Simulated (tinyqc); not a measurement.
From results back to parameters: defect, radiative and Auger recombination at equal electron and hole densities (ABC model). Three cases, with inputs chosen for the exercise.

Problem. The peak efficiency, the current at the peak and the differential lifetime there, tau_p = 1/(Ae + 2 B n_p + 3 C n_p^2), are given; Ae, B and C are hidden. n_p = sqrt(Ae/C), Q = B/sqrt(Ae C), IQE_max = Q/(Q + 2).

J/(e d) = Ae n + B n^2 + C n^3 with Ae = A + 4 S/w (four side walls, carriers spread evenly), e = 1.602176634e-19 C, lengths in cm; internal efficiency IQE = B n^2/(Ae n + B n^2 + C n^3); all injected carriers recombine in the layer.

Find: Q; Ae; n_p; B; C.

Method. Q = 2 IQE/(1 - IQE). At the peak B n = Q Ae and C n^2 = Ae, so 1/tau_p = Ae (4 + 2Q) and J = e d Ae n_p (2 + Q); B and C follow.

Case 1.

Values chosen (out of a larger set: orders of magnitude like those quoted for Si; not measured data): d = 190000 nm (active thickness).

IQE_max = 0.0153803
J at the peak = 11.6699 A/cm^2
tau_p = 11721.7 ns

Solution.

Q = 0.0312
Ae = 2.10e+04 1/s
n_p = 8.99e+16 1/cm^3
B = 7.3e-15 cm^3/s
C = 2.6e-30 cm^6/s

Case 2.

Values chosen (out of a larger set: orders of magnitude like those quoted for InGaAs; not measured data): d = 34 nm (active thickness).

IQE_max = 0.459029
J at the peak = 71.2033 A/cm^2
tau_p = 2.70485 ns

Solution.

Q = 1.70
Ae = 5.00e+07 1/s
n_p = 7.07e+17 1/cm^3
B = 1.2e-10 cm^3/s
C = 1.0e-28 cm^6/s

Case 3.

Values chosen (out of a larger set: orders of magnitude like those quoted for InP; not measured data): d = 94 nm (active thickness).

IQE_max = 0.913040
J at the peak = 10160.8 A/cm^2
tau_p = 0.554591 ns

Solution.

Q = 21.0
Ae = 3.92e+07 1/s
n_p = 7.48e+18 1/cm^3
B = 1.1e-10 cm^3/s
C = 7.0e-31 cm^6/s

Computed by tinyqc, one run a case: `OMP_NUM_THREADS=1 python tinyqc.py N N+1 out.jsonl` with N = 1680445, 1680456, 1680480; one thread of a shared Intel(R) Xeon(R) Processor @ 2.30GHz, about 0.01 s a run at most.
